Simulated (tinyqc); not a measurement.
Arrhenius fit: deep-level transient spectroscopy (DLTS) of one majority-carrier trap. Computed by tinyqc, a small Python program. Command: `OMP_NUM_THREADS=1 python tinyqc.py 3029611 3029612 out.jsonl dlts walk`. One thread of a shared host (Intel(R) Xeon(R) Processor @ 2.30GHz), about 0.06 s of CPU time with the checks.

A filling pulse loads the traps in a one-sided junction; under reverse bias they empty at the rate e, and the capacitance relaxes as C(t) = C_0 - dC exp(-e t). The signal is S = [C(t_2) - C(t_1)]/dC.

Inputs (values chosen for the exercise, with mass and screening modelled on GaN):
```
quantity                    value  unit
density-of-states mass m     1.44   m_0
valleys M                       1     -
trap depth E_t               1.07    eV
cross-section sigma_0     2.7e-16  cm^2
degeneracy ratio g              1     -
gate time t_1               0.003     s
ratio t_2/t_1                 2.5     -
```

Carriers: holes. Extra term: none.

Constants: k_B = 8.617333262e-05 eV/K; k_B = 1.380649e-23 J/K; m_0 = 9.1093837015e-31 kg; h = 6.62607015e-34 J s.

Method:
- e = g sigma v N_b exp(-E/k_B T), v = sqrt(3 k_B T/m), N_b = 2 M (2 pi m k_B T/h^2)^(3/2), sigma = sigma_0, E = E_t.
- S(e) = exp(-e t_1) - exp(-e t_2) peaks at the rate window e_0 = ln(t_2/t_1)/(t_2 - t_1).
- t_1 is scaled by 0.1, 0.3, 1, 3, 10 and 30 at fixed t_2/t_1; each T_p by bisection.
- Least squares of ln(e_0/T_p^2) on 1/(k_B T_p): slope -E_a, intercept ln(gamma sigma_a) with gamma = v N_b/T^2 = sqrt(3 k_B/m) 2 M (2 pi m k_B/h^2)^(3/2). For comparison, the slope of ln e_0 alone.

Arrhenius data:
```
t_1 (s)    e_0 (1/s)  T_p (K)  1/(k_B T_p) (1/eV)  ln(e_0/T_p^2)
0.0003   2.03620e+03  641.371             18.0933        -5.3084
0.0009   6.78734e+02  609.927             19.0261        -6.3064
0.0030   2.03620e+02  578.691             20.0530        -7.4053
0.0090   6.78734e+01  552.752             20.9941        -8.4122
0.0300   2.03620e+01  526.777             22.0293        -9.5199
0.0900   6.78734e+00  505.043             22.9773       -10.5342
```

apparent depth E_a = 1.0700 eV

intercept = 14.051

gamma = 4.6893e+21 cm^-2 s^-1 K^-2

apparent cross-section = 2.7000e-16 cm^2

slope without T^2 = 1.1678 eV

What does the comparison show, and why?

The apparent depth is 1.0700 eV against E_t = 1.07 eV, and the apparent cross-section is 1.000 times sigma_0: both inputs are recovered. Leaving out the T^2 factor overstates the slope by 98 meV, about 2 k_B T_p.

Extremes, crossings and ranges named in words are read from the listed rows.
